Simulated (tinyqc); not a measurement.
What each parameter does: nanosheet or nanowire with hard walls, valleys of the Ge type.

Four ellipsoidal valleys along <111>: inverse mass tensor w = 1/mt + (1/ml - 1/mt) a a^T with a the unit axis. Device axes: x along the channel, z = [001], y = z x x. The Gamma and Delta valleys are left out; the heavy Delta valleys, about 0.18 eV up, lie lowest once the L levels pass about 0.2 eV.

Hard walls around a W x H rectangle. The block w_c of w in (y, z) confines; the transport mass follows from 1/m_x = w_xx - w_xc w_c^-1 w_cx. The cross-section problem c (w_yy ky^2 + 2 w_yz ky kz + w_zz kz^2), c = hbar^2/2m0, is solved in products sin(n pi y/W) sin(l pi z/H), n, l = 1 to 12; if w_yz = 0 the levels are c pi^2 (w_yy n^2/W^2 + w_zz l^2/H^2). The w_yz term couples (n, l) to (n', l') by -2 c w_yz D_nn'(W) D_ll'(H) with D_nm(L) = 4 n m/(L (n^2 - m^2)) for n + m odd and 0 otherwise.

Without degeneracy the line density is N1 exp((EF - Ec)/kB T) with N1 = sum 2 g sqrt(m_x kB T/(4 pi c)) exp(-E/kB T), here over n, l up to 80 where w_yz = 0 and over all levels of a 12 x 12 sine basis otherwise; the classical value is W H Nc with Nc = 2 g_all (m_dos kB T/(4 pi c))^(3/2), m_dos = (ml mt^2)^(1/3); dVt = kB T ln(W H Nc/N1).

Constants: hbar^2/2m0 = 3.80998211 eV angstrom^2; kB = 8.617333262e-05 eV/K.

Inputs chosen for the exercise (near those of Ge; the results hold for these values, not for the real material):
- ml = 1.568 m0 (longitudinal mass)
- mt = 0.082 m0 (transverse mass)
- T = 350 K (temperature)
- g_all = 4 (number of valleys)
- channel = 110 (transport direction x on a (001) wafer)
- W = 70 angstrom (width, along y)
- H = 32 angstrom (height, along z = [001])

E1 and E2 are the two lowest subband edges over all groups.

Results for these values:
```
case  E1 (eV)  E2 - E1 (meV)  m_x of lowest (m0)  dVt (mV)
base   0.3162           29.2               0.082     300.7
```

What happens to each result for ml = 1.725 m0, all else kept?

Answer: E1 falls from 0.3162 to 0.3147; E2 - E1 falls from 29.2 to 27.0; m_x of lowest does not change at the printed digits; dVt falls from 300.7 to 299.7.

The same for each parameter in turn:
```
case             E1 (eV)  E2 - E1 (meV)  m_x of lowest (m0)  dVt (mV)
base              0.3162           29.2               0.082     300.7
W = 85 angstrom   0.3127           18.9               0.082     293.4
H = 40 angstrom   0.2067           31.4               0.082     198.5
T = 400 K         0.3162           29.2               0.082     299.6
ml = 1.725 m0     0.3147           27.0               0.082     299.7
mt = 0.09 m0      0.2895           28.8               0.090     274.2
```

Program tinyqc; command `OMP_NUM_THREADS=1 python tinyqc.py 1251161 1251162 out.jsonl`; about 0.1 s on one thread of a shared Intel(R) Xeon(R) Processor @ 2.30GHz.
